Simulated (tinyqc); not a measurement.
Inside a calculation. Method: plane-wave Kohn-Sham cycle with exchange-only LDA in a layered model solid. Computed by tinyqc, a small Python program that keeps every step. Settings: points = 16, plane-wave index or count = 2, electrons = 2, k points = 4, area = 24.0, mixing = 0.5, iteration cap = 53. Command: `OMP_NUM_THREADS=1 python tinyqc.py 22761 22762 out.jsonl` (the two numbers bound the seeds that draw the settings). One thread of a shared host (Intel(R) Xeon(R) Processor @ 2.60GHz), about 0.01 s of CPU time with the checks. Later iterations appear only in the table of the cycle.

## Iteration 1: potential

A solid whose potential varies along x alone (atomic units):
```
parameter                      value
period a                    9.500000
cross-section of the cell  24.000000
electrons per cell                 2
grid points                       16
plane waves -n..n, n               2
k points                           4
V1 in V1 cos(2 pi x/a)     -0.680000
V2 in V2 cos(4 pi x/a)      0.180000
```

density at the start, on the grid x_j = j a/N (e/bohr^3): [0.008772, 0.008772, 0.008772, 0.008772, 0.008772, 0.008772, 0.008772, 0.008772, 0.008772, 0.008772, 0.008772, 0.008772, 0.008772, 0.008772, 0.008772, 0.008772]

V_H(G) = 4 pi rho(G)/G^2 for G != 0 (uniform background); v_x = -(3 rho/pi)^(1/3); V = V_ext + V_H + v_x; Fourier components f(G_m) = (1/N) sum_j f(x_j) exp(-i G_m x_j).

Potentials on the grid (hartree):
```
x         V_ext     V_H      v_x        V
0.0000  -0.5000  0.0000  -0.2031  -0.7031
0.5938  -0.5010  0.0000  -0.2031  -0.7040
1.1875  -0.4808  0.0000  -0.2031  -0.6839
1.7812  -0.3875  0.0000  -0.2031  -0.5906
2.3750  -0.1800  0.0000  -0.2031  -0.3831
2.9688   0.1329  0.0000  -0.2031  -0.0701
3.5625   0.4808  0.0000  -0.2031   0.2777
4.1562   0.7555  0.0000  -0.2031   0.5524
4.7500   0.8600  0.0000  -0.2031   0.6569
5.3438   0.7555  0.0000  -0.2031   0.5524
5.9375   0.4808  0.0000  -0.2031   0.2777
6.5312   0.1329  0.0000  -0.2031  -0.0701
7.1250  -0.1800  0.0000  -0.2031  -0.3831
7.7188  -0.3875  0.0000  -0.2031  -0.5906
8.3125  -0.4808  0.0000  -0.2031  -0.6839
8.9062  -0.5010  0.0000  -0.2031  -0.7040
```

V(G_m), m = 0, 1, 2, ... (hartree): [-0.2031, -0.3400, 0.0900, 0.0000, 0.0000]

## Iteration 1: Hamiltonian at one k

k = 0.1250 2 pi / a

H(m,m') = (k + G_m)^2/2 delta + V(G_m - G_m'), with V(-G) = V(G).

H (hartree), order -2, -1, +0, +1, +2:
```
[[0.5658, -0.3400, 0.0900, 0.0000, 0.0000],
 [-0.3400, -0.0356, -0.3400, 0.0900, 0.0000],
 [0.0900, -0.3400, -0.1997, -0.3400, 0.0900],
 [0.0000, 0.0900, -0.3400, 0.0737, -0.3400],
 [0.0000, 0.0000, 0.0900, -0.3400, 0.7846]]
```

## Iteration 1: levels at that k

Diagonalise the Hermitian matrix.

eigenvalues (hartree): [-0.5622, -0.2064, 0.2092, 0.7624, 0.9859]

## Iteration 1: new density

Motion across x is left out: the lowest 1 band(s) hold two electrons at each of the k points (j + 1/2)/nk - 1/2. Residual R = rho(out) - rho(in); rho(new) = rho(in) + 0.5 R. rho(out) = 2/(a A nk) sum |psi|^2 with psi = sum c exp(i G x). Harris energy E = band energy - dV sum rho (V_H/2 + v_x) + (3/4) dV sum rho v_x with rho(in), dV = a A/N, band energy = (2/nk) sum of the filled levels.

rho(out) (e/bohr^3): [0.027504, 0.024488, 0.017203, 0.009397, 0.003885, 0.001167, 0.000243, 0.000036, 0.000010, 0.000036, 0.000243, 0.001167, 0.003885, 0.009397, 0.017203, 0.024488]

density after iteration 1 (e/bohr^3): [0.018138, 0.016630, 0.012988, 0.009084, 0.006329, 0.004969, 0.004507, 0.004404, 0.004391, 0.004404, 0.004507, 0.004969, 0.006329, 0.009084, 0.012988, 0.016630]

energy per cell = -1.022656 hartree

## Iteration 2: potential

As before.

Potentials on the grid (hartree):
```
x         V_ext      V_H      v_x        V
0.0000  -0.5000   0.2040  -0.2587  -0.5547
0.5938  -0.5010   0.1839  -0.2514  -0.5685
1.1875  -0.4808   0.1297  -0.2315  -0.5826
1.7812  -0.3875   0.0569  -0.2055  -0.5361
2.3750  -0.1800  -0.0177  -0.1821  -0.3798
2.9688   0.1329  -0.0820  -0.1680  -0.1171
3.5625   0.4808  -0.1298  -0.1627   0.1884
4.1562   0.7555  -0.1588  -0.1614   0.4353
4.7500   0.8600  -0.1685  -0.1613   0.5303
5.3438   0.7555  -0.1588  -0.1614   0.4353
5.9375   0.4808  -0.1298  -0.1627   0.1884
6.5312   0.1329  -0.0820  -0.1680  -0.1171
7.1250  -0.1800  -0.0177  -0.1821  -0.3798
7.7188  -0.3875   0.0569  -0.2055  -0.5361
8.3125  -0.4808   0.1297  -0.2315  -0.5826
8.9062  -0.5010   0.1839  -0.2514  -0.5685
```

V(G_m), m = 0, 1, 2, ... (hartree): [-0.1966, -0.2719, 0.0919, 0.0007, 0.0003]

## Iteration 2: Hamiltonian at one k

k = 0.1250 2 pi / a

As before.

H (hartree), order -2, -1, +0, +1, +2:
```
[[0.5724, -0.2719, 0.0919, 0.0007, 0.0003],
 [-0.2719, -0.0291, -0.2719, 0.0919, 0.0007],
 [0.0919, -0.2719, -0.1932, -0.2719, 0.0919],
 [0.0007, 0.0919, -0.2719, 0.0802, -0.2719],
 [0.0003, 0.0007, 0.0919, -0.2719, 0.7911]]
```

## Iteration 2: levels at that k

As before.

eigenvalues (hartree): [-0.4577, -0.1600, 0.2007, 0.7128, 0.9256]

## Iteration 2: new density

As before.

rho(out) (e/bohr^3): [0.025047, 0.022781, 0.017066, 0.010385, 0.005006, 0.001836, 0.000482, 0.000086, 0.000021, 0.000086, 0.000482, 0.001836, 0.005006, 0.010385, 0.017066, 0.022781]

density after iteration 2 (e/bohr^3): [0.021593, 0.019706, 0.015027, 0.009735, 0.005667, 0.003403, 0.002495, 0.002245, 0.002206, 0.002245, 0.002495, 0.003403, 0.005667, 0.009735, 0.015027, 0.019706]

energy per cell = -0.876951 hartree

## Convergence

Stop when sqrt(dV sum R^2) is below 1e-8, dV = a A/N.

Course of the cycle:
```
iteration  E (hartree)  norm of the residual
1            -1.022656              1.47e-01
2            -0.876951              6.23e-02
3            -0.850986              2.56e-02
4            -0.847525              1.13e-02
5            -0.847314              5.51e-03
6            -0.847403              2.88e-03
7            -0.847459              1.55e-03
8            -0.847481              8.31e-04
9            -0.847489              4.44e-04
10           -0.847491              2.35e-04
11           -0.847492              1.24e-04
...                ...                   ...
16           -0.847492              4.74e-06
17           -0.847492              2.45e-06
18           -0.847492              1.26e-06
19           -0.847492              6.52e-07
20           -0.847492              3.36e-07
21           -0.847492              1.73e-07
22           -0.847492              8.90e-08
23           -0.847492              4.58e-08
24           -0.847492              2.35e-08
25           -0.847492              1.21e-08
26           -0.847492              6.22e-09
```

Converged in 26 iterations. Before convergence this energy mixes input and output and is not variational, so it may rise towards its limit.
